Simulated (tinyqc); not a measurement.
Heavy doping: gap narrowing, degeneracy and the minority density: sweeps and comparisons. A value that a table varies takes the place of the one given here.

F_j(eta) = (1/Gamma(j + 1)) integral_0^infinity x^j dx/(1 + exp(x - eta)), which tends to exp(eta) for eta << 0.

Empirical narrowing (Slotboom form, constants chosen for the exercise; published fits of this form give the apparent narrowing, here it is taken as the true one): dEg = E0 [ln(N/N0) + sqrt(ln(N/N0)^2 + C)].

Majority: N = Nc F_1/2(eta), eta the distance of EF beyond the majority band edge in kT. Degeneracy factor gam = F_1/2(eta)/exp(eta). ni0^2 = Nc Nv exp(-Eg/kT); product n p = ni0^2 gam exp(dEg/kT), dEg the true narrowing; apparent narrowing dEa = dEg + kT ln gam; minority density = n p/N.

Bipolar transistor with N as emitter doping: beta = K (N/NB) exp((dEa_B + dG - dEa_E)/kT), dEa_E = dEg(N) + kT ln gam, dEa_B = dEg(NB). For the sweep in T, Nc is scaled as (T/T0)^(3/2) from its value at T0 = T.

Constants: kB = 8.617333262e-05 eV/K.

Values chosen for the exercise (gap and densities of states near those of Si at this temperature; narrowing constants near the fits for Si; the results hold for these values, not for the real material):
- Eg = 1.08 eV (gap)
- Nc = 5.08e+19 1/cm^3 (conduction-band density of states)
- Nv = 2.1e+19 1/cm^3 (valence-band density of states)
- T = 450 K
- E0 = 7.46 meV (narrowing scale)
- N0 = 9.6e+16 1/cm^3 (onset density)
- C = 0.5 (smoothing constant)
- N = 3.7e+19 1/cm^3 (ionised donors, equal to the majority density)
- NB = 2e+18 1/cm^3 (base doping)
- K = 2.9 (ratio (D_B W_E)/(D_E W_B))
- dG = 0 meV (extra narrowing of the base by alloying)

## Narrowing against degeneracy

N takes the values listed; the last column is N over the factor gam exp(dEg/kT), the doping that a simple model would need to give the same minority density.

Results:

| N (1/cm^3) | eta | gam | dEg (meV) | dEa (meV) | minority (1/cm^3) | effective doping (1/cm^3) |
|---|---|---|---|---|---|---|
| 2.0e+17 | -5.54 | 0.999 | 13.1 | 13.0 | 5.99e+09 | 1.43e+17 |
| 5.0e+17 | -4.62 | 0.997 | 25.7 | 25.6 | 3.31e+09 | 2.59e+17 |
| 2.0e+18 | -3.22 | 0.986 | 45.9 | 45.4 | 1.38e+09 | 6.21e+17 |
| 5.0e+18 | -2.28 | 0.966 | 59.4 | 58.1 | 7.66e+08 | 1.12e+18 |
| 2.0e+19 | -0.79 | 0.871 | 80.0 | 74.6 | 2.93e+08 | 2.92e+18 |
| 5.0e+19 | 0.33 | 0.709 | 93.6 | 80.3 | 1.36e+08 | 6.30e+18 |
| 2.0e+20 | 2.69 | 0.266 | 114.3 | 62.9 | 2.17e+07 | 3.95e+19 |
| 4.0e+20 | 4.60 | 0.0792 | 124.6 | 26.3 | 4.21e+06 | 2.03e+20 |
| 1.0e+21 | 8.72 | 0.00322 | 138.2 | -84.3 | 9.73e+04 | 8.80e+21 |

dEg grows steadily to 138.2 meV, while the apparent value peaks at 80.3 meV for N = 5e+19 and falls to -84.3 meV as the Fermi level enters the band (a negative value is not met in measurements: parabolic bands with a fixed mass overstate the filling). N grows by a factor 25 from the third to the sixth row and the effective doping by 10.2.

## Current gain against temperature

Gain:

| T (K) | beta | beta with dG = 0 | without narrowing |
|---|---|---|---|
| 150 | 6.76 | 6.76 | 53.6 |
| 200 | 10.1 | 10.1 | 53.6 |
| 250 | 13.2 | 13.2 | 53.6 |
| 300 | 16.0 | 16.0 | 53.6 |
| 350 | 18.5 | 18.5 | 53.6 |
| 400 | 20.7 | 20.7 | 53.6 |
| 450 | 22.7 | 22.7 | 53.6 |

dEa_B + dG - dEa_E at T0 = -33.4 meV

beta is 6.76 at 150 K and 22.7 at 450 K, since the net exponent is negative: the emitter has the larger apparent narrowing. At 300 K narrowing and degeneracy change the gain by a factor 0.299.

## What moves the minority density and the gain

All results formed anew. Each row changes one parameter from the base and keeps the others.

Results:

| case | dEg (meV) | dEa (meV) | minority (1/cm^3) | beta |
|---|---|---|---|---|
| base | 89.15 | 79.26 | 1.79e+08 | 22.7 |
| N = 7.4e+19 1/cm^3 | 99.46 | 79.88 | 9.08e+07 | 44.7 |
| E0 = 8.952 meV | 106.98 | 97.09 | 2.83e+08 | 18.2 |
| N0 = 1.92e+17 1/cm^3 | 78.85 | 68.96 | 1.37e+08 | 22.8 |
| Eg = 1.1 eV | 89.15 | 79.26 | 1.07e+08 | 22.7 |
| Nc = 6.6e+19 1/cm^3 | 89.15 | 81.52 | 2.46e+08 | 21.4 |
| NB = 4e+18 1/cm^3 | 89.15 | 79.26 | 1.79e+08 | 14.8 |

The largest shifts from the base row, up to three for each result and ties (the steps differ in size, so this ranks the rows, not the parameters). dEg (meV): E0 +17.83, N +10.31, N0 -10.30; unchanged at the printed digits by Eg, Nc and NB. dEa (meV): E0 +17.83, N0 -10.30, Nc +2.26; unchanged at the printed digits by Eg and NB. minority (1/cm^3): E0 +1.04e+08, N -8.79e+07, Eg -7.20e+07; unchanged at the printed digits by NB. beta: N +22.0, NB -7.92, E0 -4.54; unchanged at the printed digits by Eg.

Program tinyqc; command `OMP_NUM_THREADS=1 python tinyqc.py 1652639 1652640 out.jsonl`; about 0.01 s on one thread of a shared Intel(R) Xeon(R) Processor @ 2.30GHz.
